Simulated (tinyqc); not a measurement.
# Worked calculation: strained Delta valleys, repopulation and conductivity mass

Program tinyqc, `OMP_NUM_THREADS=1 python tinyqc.py 2530031 2530032 out.jsonl`; Intel Xeon 2.30GHz, shared host, one thread, about 0.01 s. Printed values are rounded.

A cubic crystal with three pairs of conduction valleys along x, y and z under uniaxial stress X along [100] (X > 0 is tension); current along [010]. Non-degenerate electrons, fixed total density, one relaxation time for all valleys and stresses, masses unchanged by strain, so the mobility goes as the mean inverse mass.

Parameters, values chosen for the exercise; values close to those of silicon: temperature T = 300 K; compliance s11 = 7.54 1/TPa; compliance s12 = -2.09 1/TPa; compliance s44 = 12.2 1/TPa; shear deformation potential Xu = 8.75 eV; longitudinal mass ml = 0.929 m0; transverse mass mt = 0.193 m0; uniaxial stress (tension positive) X = 180 MPa.

Constants: q = 1.602176634e-19 C, kB = 1.380649e-23 J/K, Vt = kB T/q. Results are converted to the units shown.

## Strain tensor

Stress s_ij = X a_i a_j with a the unit vector along [100]; strain e_ii = s11 s_ii + s12 (s_jj + s_kk), e_ij = s44 s_ij/2.

strain (%):
```
          x          y          z
x  0.135720   0.000000   0.000000
y  0.000000  -0.037620   0.000000
z  0.000000   0.000000  -0.037620
```

## Valley shifts and shares

Valley shift dE = Xu (n.e.n - trace(e)/3) with n the valley axis; share f proportional to exp(-dE/Vt).

```
valley  dE (meV)   share f
x        10.1115  0.217577
y        -5.0557  0.391211
z        -5.0557  0.391211
```

The splitting is 15.2 meV, 0.59 Vt.

## Conductivity mass and mobility

Inverse mass along the current d = [010]: (n.d)^2/ml + (1 - (n.d)^2)/mt; mu/mu0 = sum f (1/m) over the plain mean of 1/m.

1/m along d, valley x to z (1/m0): [5.18135, 1.07643, 5.18135]
conductivity mass = 0.279685 m0
unstrained value = 0.262258 m0
mu/mu0 = 0.937691

The possible range, all electrons in one kind of valley, is 0.282 to 1.36.
